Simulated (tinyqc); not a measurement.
RKS/B3LYP (VWN-RPA form) in the 3-21g basis, for H-, spin multiplicity 1, step by step. The basis has no diffuse functions, so it cannot describe the extra electron: this is an exercise in the method, not the real anion. One step of it, computed by the program tinyqc.

Question. Iteration 1: diagonalisation and new density. Diagonalise F' = X^T F X, C = X C', fill 1 alpha and 1 beta electrons from the bottom; D = 2 C_occ C_occ^T. Each column has its largest component positive (the first on a tie).

Kohn-Sham matrix F (hartree), order 1H 1s, 1H 2s:
$$\begin{pmatrix}
0.812012 & 0.064686 \\
0.064686 & 0.299665
\end{pmatrix}$$

X, order 1H 1s, 1H 2s:
$$\begin{pmatrix}
1.229980 & -0.450512 \\
-0.450512 & 1.229980
\end{pmatrix}$$

Give: F' = X^T F X; orbital energies; coefficients C; D after iteration 1.

Answer.

F' = X^T F X (hartree):
$$\begin{pmatrix}
1.2176 & -0.5050 \\
-0.5050 & 0.5465
\end{pmatrix}$$

orbital energies (hartree): MO1 0.2757, MO2 1.4884

coefficients C, order 1H 1s, 1H 2s:
$$\begin{pmatrix}
0.1842 & 1.2969 \\
0.8711 & -0.9782
\end{pmatrix}$$

D after iteration 1, order 1H 1s, 1H 2s:
$$\begin{pmatrix}
0.0678 & 0.3209 \\
0.3209 & 1.5177
\end{pmatrix}$$
